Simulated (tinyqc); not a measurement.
Coupled-perturbed Hartree-Fock on RHF in the sto-6g basis, for H6, spin multiplicity 1, step by step. One step of it, computed by the program tinyqc.

Task: Response to a field: uncoupled start. Field along z; U_ai = -mu_ai / (e_a - e_i), alpha = -4 sum U_ai mu_ai.

orbital energies (hartree): MO1 -0.631892, MO2 -0.539270, MO3 -0.414335, MO4 0.317092, MO5 0.589194, MO6 0.907462

dipole integrals <a|z|i> (bohr):
```
           i1         i2        i3
a4  -0.058802  -0.000401  1.889023
a5   0.000062  -0.727605  0.000023
a6  -0.306433  -0.000087  0.059631
```

Give: uncoupled U; uncoupled polarisability.

Result:

uncoupled U:
```
         i1      i2       i3
a4   0.0620  0.0005  -2.5827
a5  -0.0001  0.6448   0.0000
a6   0.1991  0.0001  -0.0451
```

uncoupled polarisability = 21.6607 bohr^3
